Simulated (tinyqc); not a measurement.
What a faster ramp buys: rapid thermal processing of a wafer: radiative balance, ramp and cooling, pattern effects, pyrometer error and spike budget. Computed by tinyqc, a small Python program. Command: `OMP_NUM_THREADS=1 python tinyqc.py 3110818 3110819 out.jsonl rtp walk`. One thread of a shared host (Intel(R) Xeon(R) Processor @ 2.30GHz), about 0.05 s of CPU time with the checks.

The wafer is opaque and uniform through its thickness unless said otherwise; temperatures in formulas are in kelvin (C + 273.15). sigma = 5.670374419e-12 W/(cm^2 K^4).

Inputs (values chosen for the exercise, modelled on a hot silicon wafer):
```
quantity                                              value         unit
wafer thickness d                                       525   micrometre
heat capacity per volume C                             2.09   J/(cm^3 K)
thermal conductivity k                                 0.29     W/(cm K)
emissivity eps of each face                            0.61            -
reflectivity of the chamber walls r                     0.7            -
gas heat-transfer coefficient h, both faces together   0.57  mW/(cm^2 K)
wall temperature T_w                                    700            K
process temperature                                     615            C
starting temperature                                    500            C
ramp rate                                                53          K/s
activation energy of the process E_a                      4           eV
```

Constants: k_B = 8.617333262e-05 eV/K.

Method:
- Effective emissivity between parallel grey plates: eps_eff = 1/(1/eps + 1/(1 - r) - 1). Loss per area q(T) = 2 eps_eff sigma (T^4 - T_w^4) + h (T - T_w).
- Absorbed power during a ramp = q(T) + C d x ramp rate; thermal time constant tau = C d/(dq/dT), dq/dT = 8 eps_eff sigma T^3 + h; natural cooling rate q/(C d); front-to-back difference under one-sided heating at the end of the ramp = (absorbed power) d/(2 k).
- Cooling with the lamps off: C d dT/dt = -q(T), integrated adaptively (relative tolerance 1e-10).
- Spike anneal: linear ramp to the peak, then lamps off. Equivalent time at the peak = int exp(-(E_a/k_B)(1/T - 1/T_peak)) dt; estimate (k_B T^2/E_a)(1/ramp rate + 1/cooling rate). The ramp part uses 4000 trapezoid steps, the cooling part 4000 steps over 4 tau.

time constant tau = 12.8037 s

holding power q = 1.19808 W/cm^2

natural cooling rate = 10.9190 K/s

Against the ramp rate:
```
ramp (K/s)  ramp part (s)  cooling part (s)  total (s)  power at the peak (W/cm^2)
10                 1.6373            1.7091     3.3463                        2.30
25                 0.6549            1.7091     2.3640                        3.94
50                 0.3275            1.7091     2.0365                        6.68
100                0.1637            1.7091     1.8728                       12.17
250                0.0655            1.7091     1.7745                       28.63
500                0.0327            1.7091     1.7418                       56.06
1000               0.0164            1.7091     1.7254                      110.92
```

What follows from these numbers?

From 10 to 100 K/s the total falls by a factor 1.8, from 100 to 1000 K/s by 1.09: the cooling part, 1.71 s, is a floor, and the natural cooling rate here is 10.9 K/s.

Extremes, crossings and ranges named in words are read from the listed rows.
